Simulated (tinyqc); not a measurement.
From results back to parameters: band gaps under pressure and temperature from deformation potentials. Five cases, with inputs chosen for the exercise.

Problem. A gap falls from its value at 0 K by aV T^2/(T + bV). The falls at two temperatures are given.

Case 1.

Values chosen (out of a larger set: near those of InP, the X and L potentials typical of such crystals; not measured data): T12 = (100, 300) K (two temperatures).

falls at the two temperatures (meV): 13.516484  70.211416

Case 2.

Values chosen (out of a larger set: near those of Ge, the X and L potentials typical of such crystals; not measured data): T12 = (200, 400) K (two temperatures).

falls at the two temperatures (meV): 48.514056  138.452722

Case 3.

Values chosen (out of a larger set: near those of Si, the X and L potentials typical of such crystals; not measured data): T12 = (100, 150) K (two temperatures).

falls at the two temperatures (meV): 17.342342  31.847426

Case 4.

Values chosen (out of a larger set: near those of InAs, the X and L potentials typical of such crystals; not measured data): T12 = (400, 500) K (two temperatures).

falls at the two temperatures (meV): 87.068273  113.294314

Case 5.

Values chosen (out of a larger set: near those of Ge, the X and L potentials typical of such crystals; not measured data): T12 = (77, 400) K (two temperatures).

falls at the two temperatures (meV): 9.314771  135.874822

Find: T^2/fall; aV; bV.

Solution. T^2/fall = (T + bV)/aV is a straight line in T with slope 1/aV and intercept bV/aV.

Case 1.

T^2/fall (K^2/meV): 739.8  1281.8

aV = 0.369 meV/K
bV = 173 K

Case 2.

T^2/fall (K^2/meV): 824.5  1155.6

aV = 0.604 meV/K
bV = 298 K

Case 3.

T^2/fall (K^2/meV): 576.6  706.5

aV = 0.385 meV/K
bV = 122 K

Case 4.

T^2/fall (K^2/meV): 1837.6  2206.6

aV = 0.271 meV/K
bV = 98 K

Case 5.

T^2/fall (K^2/meV): 636.5  1177.6

aV = 0.597 meV/K
bV = 303 K

Computed by tinyqc, one run a case: `OMP_NUM_THREADS=1 python tinyqc.py N N+1 out.jsonl` with N = 1080144, 1080235, 1080242, 1080335, 1080399; one thread of a shared Intel(R) Xeon(R) Processor @ 2.30GHz, about 0.01 s a run at most.
